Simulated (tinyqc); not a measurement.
# Ballistic Schottky-barrier transistor with a one-dimensional channel, WKB contacts, step by step

Computed by the program tinyqc: `OMP_NUM_THREADS=1 python tinyqc.py 2390053 2390054 out.jsonl`, one thread of a shared Intel Xeon 2.30GHz, about 0.06 s for the whole run. Printed values are rounded.

Source Fermi level 0, drain Fermi level -Vd. Far from the contacts Ec = pn - psi, and the gate moves psi one to one; the band edges relax as exp(-x/lam) from pn at the source and pn - Vd at the drain; Ev = Ec - Eg. A carrier of energy w inside the channel band meets at a contact a barrier of height D (the contact edge beyond the channel edge): T = 1 for w >= D, else exp(-S), S = 4 lam sqrt(m/C) [sqrt(D - w) - sqrt(w) arctan sqrt((D - w)/w)], C = hbar^2/(2 m0). The two contacts combine as Ts Td/(Ts + Td - Ts Td).

Values chosen for this exercise; channel values close to those of a germanium nanowire:
```
symbol,value,unit,meaning
T,250,K,temperature
Eg,0.66,eV,band gap
pn,0.56,eV,barrier for electrons at both contacts
mn,0.12,m0,electron mass
mp,0.15,m0,hole mass
g,2,,valleys or subbands
lam,4,nm,screening length at the contacts
Vd,0.7,V,drain bias
ps,0.57,V,band shift psi of the channel by the gate
w0,0.099,eV,energy of one carrier inside the channel band
wm,0.28,eV,upper end of the grid
nE,13,,points of the grid
```

Constants: q = 1.602176634e-19 C, kB = 1.380649e-23 J/K, hbar = 1.054571817e-34 J s, h = 6.62607015e-34 J s, m0 = 9.1093837015e-31 kg, Vt = kB T/q, hbar^2/(2 m0) = 0.0380998212 eV nm^2. Results are converted to the units shown.

Range of the model: No scattering, image-force lowering, channel charge or band-to-band tunnelling; parabolic kappa overstates S deep in the gap.

## Band edges and barriers

Electrons: Ds = psi, Dd = psi - Vd, Es = Ec, Ed = Ec + Vd. Holes: Ds = -psi, Dd = Vd - psi, Es = -Ev, Ed = -Ev - Vd. The size of each current is taken; both flow from drain to source and add.

Ec = -0.01 eV
Ev = -0.67 eV
D for electrons (eV): source 0.5700000, drain -0.1300000
D for holes (eV): source -0.5700000, drain 0.1300000

A negative D is no barrier. Here the holes carry the larger current.

## Transmission of one of the holes

S and T at both contacts for w = w0, and the tunnelling distance lam ln(D/w) at the higher barrier.

S at the source = 0
S at the drain = 0.4935741
combined T = 0.6104407
tunnelling distance = 1.089658 nm

## Current of the holes on a coarse grid

I = g (2 q^2/h) int T(w) [f(Es + w) - f(Ed + w)] dw, f(y) = 1/(1 + exp(y/Vt)). Electrons: Ds = psi, Dd = psi - Vd, Es = Ec, Ed = Ec + Vd. Holes: Ds = -psi, Dd = Vd - psi, Es = -Ev, Ed = -Ev - Vd. The size of each current is taken; both flow from drain to source and add. Simpson's rule on nE equally spaced w from 0 to wm.

w, point 0 to 12 (eV): [0.0000000, 0.0233333, 0.0466667, 0.0700000, 0.0933333, 0.1166667, 0.1400000, 0.1633333, 0.1866667, 0.2100000, 0.2333333, 0.2566667, 0.2800000]
Ts, point 0 to 12: [1, 1, 1, 1, 1, 1, 1, 1, 1, 1, 1, 1, 1]
Td, point 0 to 12: [1.068594e-5, 0.007653394, 0.06094808, 0.2224951, 0.5226299, 0.8773993, 1, 1, 1, 1, 1, 1, 1]
T, point 0 to 12: [1.068594e-5, 0.007653394, 0.06094808, 0.2224951, 0.5226299, 0.8773993, 1, 1, 1, 1, 1, 1, 1]
size of the supply difference, point 0 to 12: [0.8009978, 0.5767519, 0.3156934, 0.1350855, 0.05022028, 0.01758617, 0.006023842, 0.002047520, 6.941246e-4, 2.351027e-4, 7.960601e-5, 2.695190e-5, 9.124684e-6]
current = 0.3777599 uA

A converged quadrature gives 0.3781 uA; this grid is 0.10 % below that. 8.47 % of it passes over both barriers, the rest tunnels. The other carrier adds 3.37e-5 uA.
